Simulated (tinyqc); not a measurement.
Heisenberg spin cluster by exact diagonalisation: multiplets, susceptibility, level crossings. From one set of inputs to another, one input at a time. Computed by tinyqc, a small Python program. Command: `OMP_NUM_THREADS=1 python tinyqc.py 3003338 3003339 out.jsonl spincl ladder`. One thread of a shared host (Intel(R) Xeon(R) Processor @ 2.30GHz), about 0.01 s of CPU time with the checks.

H = J1 sum S_i.S_j over the bonds 1-2, 2-3, 3-4, 4-5, 5-6, 6-1 + J2 sum over 1-3, 2-4, 3-5, 4-6, 5-1, 6-2 - g mu_B B S_z; J > 0 is antiferromagnetic.

The inputs printed are set A. Inputs not listed in the table keep their values of set A, so the rows need not describe a real material.

Inputs (values chosen for the exercise, for a model cluster):

| quantity | value | unit |
|---|---|---|
| exchange J1 | 0.451 | meV |
| exchange J2 | 0.37 | meV |
| g factor | 2.23 | - |
| temperature T | 11 | K |

Cluster: ring of six with second neighbours J2. Spin s of each site: 0.5.

Constants: k_B = 8.617333262e-05 eV/K.

Method. Every multiplet has one member in the block S_z = 0; diagonalise it and read the total spin from <S^2> = S (S + 1). Z = sum k (2S + 1) exp(-E/(k_B T)) over the table, k the number of multiplets; <S^2> likewise with the factor S (S + 1); chi T = N_A g^2 mu_B^2 <S^2>/(3 k_B) = 0.125049 g^2 <S^2> cm^3 K/mol (cgs, per mole of clusters); C = (<E^2> - <E>^2)/(k_B T)^2; entropy = ln Z + <E>/(k_B T).

Each row keeps all changes above it:

| input moved | from | to | chi T (cm^3 K/mol) | heat capacity (k_B) | ground energy (meV) |
|---|---|---|---|---|---|
| set A | - | - | 1.8377 | 0.3206 | -1.2315 |
| temperature T (K) | 11 | 9.2 | 1.7021 | 0.4272 | -1.2315 |
| exchange J1 (meV) | 0.451 | 1.94 | 0.6444 | 2.1756 | -4.9912 |
| exchange J2 (meV) | 0.37 | 2.4 | 0.4400 | 2.2419 | -6.5100 |
| g factor | 2.23 | 2.08 | 0.3828 | 2.2419 | -6.5100 |

chi T goes from 1.84 to 0.383, a factor 0.208 in all. The largest single move comes from exchange J1 (a factor 0.379). Heat capacity goes from 0.321 to 2.24, a factor 6.99 in all. The largest single move comes from exchange J1 (a factor 5.09). Ground energy goes from -1.23 to -6.51, -5.28 in all. The largest single move comes from exchange J1 (-3.76). The single moves hold for this order of the switches; the total does not depend on the order.

Extremes, crossings and ranges named in words are read from the listed rows.
